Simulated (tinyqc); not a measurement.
Worked calculation: static screening by free carriers. Values are carried at full precision from step to step, so a last printed digit may differ when a step is redone from the rounded ones.

kF = (3 pi^2 n/Mv)^(1/3), EF = c kF^2/m with c = hbar^2/2m0, n in 1/angstrom^3 (1e-24 per 1/cm^3), e2 = e^2/(4 pi eps0). Thomas-Fermi: qTF^2 = 6 pi e2 n/(eps EF). Debye: qD^2 = 4 pi e2 n/(eps kB T).

Constants: hbar^2/2m0 = 3.80998211 eV angstrom^2; e^2/(4 pi eps0) = 14.39964547 eV angstrom; kB = 8.617333262e-05 eV/K; a0 (Bohr radius) = 0.5291772105 angstrom; hbar = 6.58211957e-16 eV s.

Inputs chosen for the exercise (near those of Ge; shifted at random, so the results belong to these values and not to a real crystal): n = 2.7e+16 1/cm^3 (carrier density); m = 0.2196 m0 (mass of one isotropic valley); Mv = 4 (valleys); eps = 16.3 (background dielectric constant); T = 77 K; q = 0.00149 1/angstrom (wave vector); aD = 33.8 angstrom (trial radius); NI = 2.7e+16 1/cm^3 (ionised impurities).

## Fermi and screening wave vectors

Also the effective Bohr radius aB = a0 eps/m and rs = (3/(4 pi n))^(1/3)/aB.

kF = 0.0058467 1/angstrom
EF at 0 K = 0.5931 meV
EF/kT = 0.0894
qTF = 0.027533 1/angstrom
qD = 0.0067210 1/angstrom
aB = 39.28 angstrom
rs = 5.26

The gas is not degenerate, so the Debye value applies.

## Screening at finite temperature

F_j(eta) = (1/Gamma(j + 1)) integral_0^infinity x^j dx/(1 + exp(x - eta)), which tends to exp(eta) for eta << 0.

At finite T: qs^2 = qD^2 F_-1/2(eta)/F_1/2(eta), where n = Mv N F_1/2(eta) and N = 2 (m kB T/(4 pi c))^(3/2) with c = hbar^2/2m0, in 1/angstrom^3; times 1e24 for 1/cm^3.

Solve for eta and form qs.

n/(Mv N) = 0.02010
eta = -3.900
qs = 0.006697 1/angstrom
screening length 1/qs = 149.3 angstrom

qs is 0.996 of the Debye value and 0.243 of the Thomas-Fermi value.

## Lindhard function at one q

Lindhard at zero temperature: eps(q)/eps = 1 + (qTF/q)^2 L(x), x = q/(2 kF), L(x) = 1/2 + ((1 - x^2)/(4x)) ln|(1 + x)/(1 - x)|.

Compare with Thomas-Fermi, 1 + (qTF/q)^2.

x = 0.1274
L(x) = 0.9946
eps(q)/eps, Lindhard = 340.6
eps(q)/eps, Thomas-Fermi = 342.5

The carriers respond with 99 % of their long-wave strength at this q. The zero-temperature form is an exercise here: at the temperature of this gas EF is only 0.089 kT.

## A donor in the screened potential

Donor in the screened potential -(e2/eps) exp(-qs r)/r with the trial function exp(-r/a): E(a) = c/(m a^2) - (e2/eps) 4/(a (2 + qs a)^2), e2 = e^2/(4 pi eps0), c = hbar^2/2m0; isotropic mass.

Evaluate both terms at a = aD.

kinetic term = 15.186 meV
potential term = -21.092 meV
E(aD) = -5.905 meV
unscreened level -m Ry/eps^2 (Ry = 13.60569312 eV) = -11.245 meV

This trial radius gives a bound state.

## Ionised-impurity scattering at E = 3 kT

Brooks-Herring rate for an electron of energy E: 1/tau = NI (pi e2^2/(eps^2 hbar)) (sqrt(c/m)/E^(3/2)) Phi(b), with Phi = ln(1 + b) - b/(1 + b), b = (2k/qs)^2, k^2 = m E/c, NI in 1/angstrom^3.

e2 = e^2/(4 pi eps0), c = hbar^2/2m0; mobility estimate mu = tau/(m m0/e) with m0/e = 5.685630e-12 kg/C, times 1e4 for cm^2/(V s).

b = 102.3
Phi = 3.6475
1/tau = 5.44e+11 1/s
mu at this energy = 1.47e+04 cm^2/(V s)

b is well above 1, the regime that the Brooks-Herring formula is meant for; a true mobility averages tau over the distribution.

## Checks

- Scattering rate against the golden-rule integral over angles (1/s): both 5.441e+11.
- L(x) at x = 0.7 against the integral over the Fermi sphere: both 0.81595.

Program tinyqc; command `OMP_NUM_THREADS=1 python tinyqc.py 1682758 1682759 out.jsonl`; about 0.01 s on one thread of a shared Intel(R) Xeon(R) Processor @ 2.30GHz.
